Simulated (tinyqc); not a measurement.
# Pinning of the barrier by interface states

Cowley-Sze model with the space charge neglected: phiB = S (phiM - chi) + (1 - S)(Eg - phi0), S = 1/(1 + q Dit dl/(eps0 ei)), dl in cm.

Parameters, values chosen for the exercise; band and dielectric values close to those of silicon:
- Eg = 1.11 eV (band gap)
- chi = 3.97 eV (electron affinity)
- dl = 0.5 nm (thickness of the interfacial layer)
- ei = 1 (relative permittivity of the interfacial layer)
- phi0 = 0.33 eV (neutral level above the valence band)
- phiM = 4.94 eV (metal work function)

Constants: q = 1.602176634e-19 C, eps0 = 8.8541878128e-14 F/cm where lengths are in cm. Results are converted to the units shown.

Result of one run:
```
Dit (cm^-2 eV^-1)        S  phiB (eV)  change of phiB for 0.5 eV more work function (eV)
3e14               0.03553     0.7868                                            0.01777
```

What becomes of these results when the density of interface states Dit is changed from 3e14 to 3e12 cm^-2 eV^-1, all else the same?

Result of the changed run:
```
Dit (cm^-2 eV^-1)       S  phiB (eV)  change of phiB for 0.5 eV more work function (eV)
3e12               0.7865     0.9294                                             0.3933
```

The whole series:
```
Dit (cm^-2 eV^-1)        S  phiB (eV)  change of phiB for 0.5 eV more work function (eV)
1e11                0.9910     0.9683                                             0.4955
3e11                0.9736     0.9650                                             0.4868
1e12                0.9170     0.9542                                             0.4585
3e12                0.7865     0.9294                                             0.3933
1e13                0.5250     0.8798                                             0.2625
3e13                0.2692     0.8312                                             0.1346
1e14               0.09953     0.7989                                            0.04976
3e14               0.03553     0.7868                                            0.01777
1e15               0.01093     0.7821                                           0.005466
```

S falls from 0.991 to 0.0109, passing 1/2 at Dit = eps0 ei/(q dl) = 1.11e13 cm^-2 eV^-1. The barrier falls from 0.968 to 0.782 eV, from near the Schottky-Mott value phiM - chi = 0.970 eV towards the pinned value Eg - phi0 = 0.780 eV.

Numbers from tinyqc (`OMP_NUM_THREADS=1 python tinyqc.py 2020014 2020015 out.jsonl`; about 0.1 s on one thread of a shared Intel Xeon 2.30GHz).
